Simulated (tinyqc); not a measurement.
Worked calculation: CCSD on RHF in the 6-311g basis, for H2, spin multiplicity 1. One step of it, computed by the program tinyqc.

Problem. Iteration 6 (converged): orbitals. Diagonalise F' = X^T F X, C = X C', fill 1 alpha and 1 beta electrons from the bottom; D = 2 C_occ C_occ^T. Each column has its largest component positive (the first on a tie).

converged F (hartree), order 1H 1s, 1H 2s, 1H 3s, 2H 1s, 2H 2s, 2H 3s:
$$\begin{pmatrix}
0.695351 & -0.332328 & -0.406196 & -0.297333 & -0.367081 & -0.348852 \\
-0.332328 & -0.257750 & -0.339835 & -0.367081 & -0.396831 & -0.358435 \\
-0.406196 & -0.339835 & -0.256558 & -0.348852 & -0.358435 & -0.283354 \\
-0.297333 & -0.367081 & -0.348852 & 0.695351 & -0.332328 & -0.406196 \\
-0.367081 & -0.396831 & -0.358435 & -0.332328 & -0.257750 & -0.339835 \\
-0.348852 & -0.358435 & -0.283354 & -0.406196 & -0.339835 & -0.256558
\end{pmatrix}$$

X, order 1H 1s, 1H 2s, 1H 3s, 2H 1s, 2H 2s, 2H 3s:
$$\begin{pmatrix}
0.673303 & -0.926883 & -0.704731 & 0.643219 & 0.509249 & 0.155262 \\
-1.882231 & 1.487346 & 0.752088 & 0.106813 & 0.341120 & 0.239302 \\
2.350767 & -0.859777 & 0.804036 & -0.508643 & 0.127272 & 0.246593 \\
-0.673303 & -0.926883 & 0.704731 & 0.643219 & -0.509249 & 0.155262 \\
1.882231 & 1.487346 & -0.752088 & 0.106813 & -0.341120 & 0.239302 \\
-2.350767 & -0.859777 & -0.804036 & -0.508643 & -0.127272 & 0.246593
\end{pmatrix}$$

Give: F' = X^T F X; orbital energies; coefficients C; D after iteration 6.

Solution.

F' = X^T F X (hartree):
$$\begin{pmatrix}
1.3132 & 0.0000 & -0.9697 & 0.0000 & 0.3413 & 0.0000 \\
0.0000 & 2.0113 & 0.0000 & -1.0466 & 0.0000 & -0.0425 \\
-0.9697 & 0.0000 & 1.2793 & 0.0000 & -0.6487 & 0.0000 \\
0.0000 & -1.0466 & 0.0000 & 0.9827 & 0.0000 & -0.0441 \\
0.3413 & 0.0000 & -0.6487 & 0.0000 & 0.5606 & 0.0000 \\
0.0000 & -0.0425 & 0.0000 & -0.0441 & 0.0000 & -0.5058
\end{pmatrix}$$

orbital energies (hartree): MO1 -0.5102, MO2 0.1071, MO3 0.3351, MO4 0.5279, MO5 2.5181, MO6 2.6631

coefficients C, order 1H 1s, 1H 2s, 1H 3s, 2H 1s, 2H 2s, 2H 3s:
$$\begin{pmatrix}
0.1543 & 0.1113 & -0.0452 & -0.0984 & -1.0896 & -1.1274 \\
0.3058 & 0.1009 & -0.8573 & -1.2676 & 1.6148 & 1.2052 \\
0.1812 & 1.3874 & 0.9014 & 1.7994 & -1.0128 & -0.4620 \\
0.1543 & -0.1113 & -0.0452 & 0.0984 & 1.0896 & -1.1274 \\
0.3058 & -0.1009 & -0.8573 & 1.2676 & -1.6148 & 1.2052 \\
0.1812 & -1.3874 & 0.9014 & -1.7994 & 1.0128 & -0.4620
\end{pmatrix}$$

D after iteration 6, order 1H 1s, 1H 2s, 1H 3s, 2H 1s, 2H 2s, 2H 3s:
$$\begin{pmatrix}
0.0476 & 0.0944 & 0.0559 & 0.0476 & 0.0944 & 0.0559 \\
0.0944 & 0.1871 & 0.1108 & 0.0944 & 0.1871 & 0.1108 \\
0.0559 & 0.1108 & 0.0656 & 0.0559 & 0.1108 & 0.0656 \\
0.0476 & 0.0944 & 0.0559 & 0.0476 & 0.0944 & 0.0559 \\
0.0944 & 0.1871 & 0.1108 & 0.0944 & 0.1871 & 0.1108 \\
0.0559 & 0.1108 & 0.0656 & 0.0559 & 0.1108 & 0.0656
\end{pmatrix}$$
